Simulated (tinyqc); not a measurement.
Channel length: inversion-layer mobility, back-scattering and ballistic limit of a field-effect transistor. Computed by tinyqc, a small Python program. Command: `OMP_NUM_THREADS=1 python tinyqc.py 3029471 3029472 out.jsonl mos walk`. One thread of a shared host (Intel(R) Xeon(R) Processor @ 2.30GHz), about 0.01 s of CPU time with the checks.

The charge at the top of the source barrier is fixed by the gate; series resistance and short-channel effects are left out. F_j are Fermi integrals normalised to exp(eta) in the classical limit.

Inputs (values chosen for the exercise, modelled on a silicon n-channel): transport mass m = 0.19 m_0; valley degeneracy g_v = 2; weight w of the inversion charge = 0.5; permittivity eps = 11.7; phonon mobility at 1 MV/cm and 300 K, mu_ph = 350 cm^2/(V s); roughness mobility at 1 MV/cm, mu_sr = 1300 cm^2/(V s); Coulomb mobility at N_inv = 1e12/cm^2, mu_C = 950 cm^2/(V s); electrical oxide thickness t_inv = 1.1 nm; depletion charge N_dep = 3.5e+12 1/cm^2; gate overdrive V_G - V_T = 0.32 V; drain voltage V_D = 0.05 V; exponent a of the critical length = 0.84; temperature T = 400 K.

Statistics at the top of the barrier: Fermi-Dirac.

Constants: eps_0 = 8.8541878128e-12 F/m; e = 1.602176634e-19 C; m_0 = 9.1093837015e-31 kg; k_B = 1.380649e-23 J/K; hbar = 1.054571817e-34 J s; k_B = 8.617333262e-05 eV/K.

Method:
- N_inv = 3.9 eps_0 (V_G - V_T)/(e t_inv); effective field E_eff = e (N_dep + w N_inv)/(eps eps_0).
- mu_phonon = mu_ph (E_eff/1 MV/cm)^(-0.3) (T/300 K)^(-1.75); mu_rough = mu_sr (E_eff/1 MV/cm)^(-2); mu_Coulomb = mu_C (N_inv/1e12 cm^-2) (T/300 K); Matthiessen's rule adds 1/mu.
- F_j(eta) = (1/Gamma(j + 1)) int_0^infinity x^j/(1 + exp(x - eta)) dx, F_0 = ln(1 + exp(eta)). Integrals over x = E/(k_B T) use 160 Gauss-Legendre points in u = sqrt(x) from 0 to sqrt(max(eta, 0) + 32).
- Ballistic channel: N_2D = g_v m k_B T/(pi hbar^2), U = e V_D/(k_B T); eta_F solves N_inv = (N_2D/2)[F_0(eta_F) + F_0(eta_F - U)]; v_T = sqrt(2 k_B T/(pi m)); I/W = e (N_2D/2) v_T [F_1/2(eta_F) - F_1/2(eta_F - U)]; injection velocity v_T F_1/2(eta_F)/F_0(eta_F).
- Mean free path lambda = (2 k_B T/e)(mu/v_T) F_0(eta_0)/F_-1/2(eta_0), with eta_0 from N_inv = N_2D F_0(eta_0); critical length l = L (1 + U)^(-a), an empirical rule; back-scattering r = l/(l + lambda). Then eta solves N_inv = (N_2D/2)[(1 + r) F_0(eta) + (1 - r) F_0(eta - U)] and I/W = e (N_2D/2) v_T (1 - r)[F_1/2(eta) - F_1/2(eta - U)].
- The last column is the long-channel law e N_inv mu V/L with V = V_D - V_D^2/(2 V_ov) below pinch-off and V_ov/2 above, V_ov = V_G - V_T.

inversion density N_inv = 6.26989e+12 1/cm^2

effective mobility mu = 175.452 cm^2/(V s)

ballistic current I/W = 805.028 microampere/micrometre

Currents (microampere/micrometre):
```
L (nm)        r     I/W  ballistic ratio  long-channel law
5       0.18253  616.78          0.76616            1624.8
10      0.30871  498.80          0.61961             812.4
20      0.47178  359.96          0.44714             406.2
40      0.64110  230.69          0.28656             203.1
80      0.78131  134.05          0.16652             101.6
160     0.87723   72.89          0.09054              50.8
400     0.94699   30.76          0.03821              20.3
1000    0.97810   12.58          0.01563               8.1
```

The current scales as L^-0.98 at the long end and as L^-0.31 at the short end, where it reaches 77 % of the ballistic 805. The long-channel law passes the ballistic limit between 10.0 and 20.0 nm and has no meaning below. At 1000 nm the model gives 1.55 times the long-channel law; the rule for l is a fit for short devices and fails wherever the model exceeds that law. Raising mu by 10 % at 20 nm raises I by 5.3 %.

Extremes, crossings and ranges named in words are read from the listed rows.
